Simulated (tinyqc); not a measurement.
Worked calculation: Ewald sum of point charges, rock salt lattice. Computed by tinyqc, a small Python program that keeps every step. Command: `OMP_NUM_THREADS=1 python tinyqc.py 25730 25731 out.jsonl` (the two numbers bound the seeds that draw the settings). One thread of a shared host (Intel(R) Xeon(R) Processor @ 2.60GHz), about 0.05 s of CPU time with the checks.

## Ewald sum with eta = 0.253 1/bohr

cell vectors (rows) (bohr):
```
        1       2       3
1  0.0000  6.1650  6.1650
2  6.1650  0.0000  6.1650
3  6.1650  6.1650  0.0000
```

Charges:
```
q            f1      f2      f3
2.0000   0.0000  0.0000  0.0000
-2.0000  0.5000  0.5000  0.5000
```

Real space: 1/2 sum q_i q_j erfc(eta r)/r over all images with r > 0; reciprocal space: (2 pi/V) sum_(G != 0) exp(-G^2/4 eta^2)/G^2 |S(G)|^2 with S(G) = sum q exp(i G.r); self term -eta/sqrt(pi) sum q^2; background -pi Q^2/(2 V eta^2), Q the total charge.

Real-space shells (first ones):
```
r (bohr)  pairs  sum (hartree)
6.1650       12        -0.1067
8.7186       24         0.0100
10.6781      16      -3.99e-04
12.3300      12       2.00e-05
13.7854      48      -5.66e-06
15.1011      48       4.16e-07
17.4373      24       1.21e-09
18.4950      60      -2.37e-10
19.4954      48       1.50e-11
20.4470      48              0
21.3562      16              0
22.2282      48              0
```

Reciprocal shells (first ones that count):
```
G^2 (1/bohr^2)  vectors  sum (hartree)
0.7790                8         0.1051
2.8564               24       2.57e-05
4.9339               24       4.46e-09
```

## The total does not depend on eta

The same sums for other eta.

Totals (hartree per cell):
```
eta          real  reciprocal     self  background      total
0.2530    -0.0971      0.1051  -1.1419      0.0000  -1.133862
0.4260    -0.0008      0.7897  -1.9228      0.0000  -1.133862
0.5330  -1.31e-05      1.2719  -2.4057      0.0000  -1.133862
```

shortest distance = 6.1650 bohr

Madelung constant -E d / (formula units |q+ q-|) = 1.7476
